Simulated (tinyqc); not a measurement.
The whole curve: space-charge-limited current through a thin insulating or semi-insulating film with traps. Computed by tinyqc, a small Python program. Command: `OMP_NUM_THREADS=1 python tinyqc.py 3006318 3006319 out.jsonl sclc walk`. One thread of a shared host (Intel(R) Xeon(R) Processor @ 2.30GHz), about 0.01 s of CPU time with the checks.

One ohmic injecting contact at x = 0 (field zero), drift only, non-degenerate free carriers.

Inputs (values chosen for the exercise, modelled on Si3N4): permittivity eps = 7.5; band mobility mu = 0.11 cm^2/(V s); effective density of states N_c = 9.7e+19 1/cm^3; trap density N_t = 1.9e+18 1/cm^3; equilibrium Fermi level below the band edge, E_0 = 0.89 eV; thickness d = 31 nm; free density at the anode, in units of N_c = 2.3e-08; temperature T = 400 K; trap level E_t below the band edge = 0.39 eV.

Traps: single level.

Constants: k_B = 8.617333262e-05 eV/K; e = 1.602176634e-19 C; eps_0 = 8.8541878128e-12 F/m.

Method:
- Free density n_0 = N_c exp(-E_0/k_B T) in equilibrium; trapped density n_t(n) = N_t/(1 + n_1/n), n_1 = N_c exp(-E_t/k_B T).
- theta = n/(n + n_t) at the anode density; trap-filled-limit voltage V_TFL = e (N_t - n_t(n_0)) d^2/(2 eps eps_0).
- J = e mu n F and (eps eps_0/e) dF/dx = n - n_0 + n_t(n) - n_t(n_0) = rho(n). With F = J/(e mu n): d = (eps eps_0 J/(e^2 mu)) I_1 and V = (eps eps_0 J^2/(e^3 mu^2)) I_2, I_k = int_(n_L)^infinity dn/(n^(k+1) rho(n)), n_L the density at the anode; with u = n_L/n, 200 Gauss-Legendre points in t, u = 1 - (1 - t)^2.
- The last column is d ln J/d ln V up to the next row.

V_TFL = 2.20266 V

Current against voltage:
```
n_L (1/cm^3)       V (V)  J (A/cm^2)   slope
6.20e+08      7.9903e-07  3.4084e-12   1.686
5.30e+09      2.4588e-05  1.1004e-09   1.976
4.40e+10      2.1686e-04  8.1279e-08   1.998
3.80e+11      1.8847e-03  6.1076e-06   2.003
3.20e+12      1.5790e-02  4.3146e-04   2.028
2.70e+13      1.2689e-01  2.9538e-02   2.226
2.30e+14      7.6576e-01  1.6145e+00   3.577
1.90e+15      1.8314e+00  3.6520e+01  10.664
1.60e+16      2.2936e+00  4.0254e+02   8.801
1.40e+17      3.0059e+00  4.3508e+03   3.555
1.10e+18      6.4512e+00  6.5705e+04   2.284
9.70e+18      3.3344e+01  2.7996e+06       -
```

What does the comparison show, and why?

The slope starts at 1.69, peaks at 10.7 between 1.83 and 2.29 V and ends at 2.28. Rows below 0.34 V (10 k_B T/e) are formal, since diffusion from the contact rules there. Self-heating is left out, although J V exceeds 1e5 W/cm^2 at the last row. Rows above 9.30 V are formal, since the mean field exceeds 3 MV/cm and breakdown sets in. The steep part is the filling of the level near V_TFL = 2.20 V, from which N_t can be read; below it a slope near 2, where the rows show one, belongs to the square law scaled by theta.

Extremes, crossings and ranges named in words are read from the listed rows.
